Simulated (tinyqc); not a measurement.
Formation energy of a charged point defect from supercell energies: one step, computed by the program tinyqc. Command: `OMP_NUM_THREADS=1 python tinyqc.py 3013458 3013459 out.jsonl formation walk`. One thread of a shared host (Intel(R) Xeon(R) Processor @ 2.30GHz), about 0.01 s of CPU time with the checks.

The host is a compound AB. Making the defect adds n_A = 1, n_B = -1 atoms to the cell. All total energies are inputs. E_F is counted from the valence-band maximum (VBM); x = 0 is A-rich and x = 1 B-rich growth.

Question. Concentrations at the given E_F and T. E_f(q, E_F) = E_f(q, 0) + q E_F. c_q = N_s exp(-E_f(q, E_F)/k_B T), with all degeneracy factors one and no vibrational entropy.

Inputs (values chosen for the exercise, with gap and screening modelled on InP):

| quantity | value | unit |
|---|---|---|
| gap E_g | 1.33 | eV |
| dielectric constant eps | 12.9 | - |
| cell length L | 16.3 | angstrom |
| Fermi level E_F | 1.1 | eV |
| temperature T | 1200 | K |
| site density N_s | 2.8e+22 | cm^-3 |

Defect: A on a B site. Supercell lattice: bcc.

charge states q: 3  2  1  0

E_f(q, 0) (eV): (q=+3) 1.977650, (q=+2) 2.349134, (q=+1) 3.334423, (q=0) 4.516520

Constants: k_B = 8.617333262e-05 eV/K.

Give: Charge states; lowest formation energy; total concentration; mean charge.

Answer.

Charge states:

| q | E_f (eV) | c_q (cm^-3) | share |
|---|---|---|---|
| +3 | 5.278 | 1.914e+00 | 1.613e-04 |
| +2 | 4.549 | 2.196e+03 | 1.851e-01 |
| +1 | 4.434 | 6.659e+03 | 5.611e-01 |
| 0 | 4.517 | 3.010e+03 | 2.537e-01 |

lowest formation energy = 4.434 eV

total concentration = 11867 cm^-3

mean charge = 0.9317 e

State +1 holds 56.1 % of the defects. Caution: the largest image-charge correction in these energies, q^2 alpha e^2/(8 pi eps_0 eps L) with alpha = 2.888462, exceeds a quarter of the gap; the point-charge term alone is then a rough estimate, usually too large for a charge that is spread out.
